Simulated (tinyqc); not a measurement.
Ferroelectric switching by domains, Kolmogorov-Avrami-Ishibashi kinetics with Merz's law: effect of the Avrami exponent.

A film poled to -Ps gets a pulse V of length t. Field E = V/d, characteristic time tau = t0 exp(Ea/E). The switched share is f = 1 - exp(-(t/tau)^m). P = Ps (2 f - 1).

t10, t50 and t90 are the pulse lengths for f = 0.1, 0.5 and 0.9; f is taken at tp.

Values chosen for this exercise: time prefactor t0 = 0.94 ns; activation field Ea = 4600 kV/cm; film thickness d = 15 nm; pulse voltage V = 1.6 V; pulse length tp = 42 ns.

The same in every row: tau (ns) = 70.15.

Effect of the Avrami exponent:
```
m    t10 (ns)  t50 (ns)  t90 (ns)  f at tp
0.5    0.7787     33.70     371.9   0.5387
1       7.391     48.62     161.5   0.4505
1.5     15.65     54.94     122.3   0.3708
2       22.77     58.40     106.4   0.3013
2.5     28.52     60.58     97.93   0.2422
3       33.13     62.08     92.63   0.1932
4       39.97     64.01     86.41   0.1206
```

Read the table: what changes, and by how much?

As m goes from 0.5 to 4, t50 rises from 33.7 to 64.0 ns and f at tp falls from 0.539 to 0.121; t90/t10 goes from 478 to 2.16.

Program tinyqc, `OMP_NUM_THREADS=1 python tinyqc.py 2860040 2860041 out.jsonl`; Intel Xeon 2.30GHz, shared host, one thread, about 0.01 s.
